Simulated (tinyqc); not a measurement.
## Thermal resistances of a two-die stack

Problem. Heat leaves through the lower die only, and the system is linear. Find the resistance R1 from the lower die to the coolant, R2 between the dies, and the rise of the upper die when both are powered.

Values chosen for this exercise: power of the lower die P1 = 11 W; power of the upper die P2 = 6.6 W.

rises of the lower and upper die with only the lower one powered (K): [3.85, 3.85]
rises of the lower and upper die with only the upper one powered (K): [2.31, 4.62]

Answer. With only the lower die powered no heat crosses R2, so both dies rise by P1 R1; the difference in the second test is P2 R2; rises add.

R1 = 0.350 K/W
R2 = 0.350 K/W
rise of the upper die = 8.47 K

Numbers from tinyqc (`OMP_NUM_THREADS=1 python tinyqc.py 2162126 2162127 out.jsonl`; about 0.03 s on one thread of a shared Intel Xeon 2.30GHz).
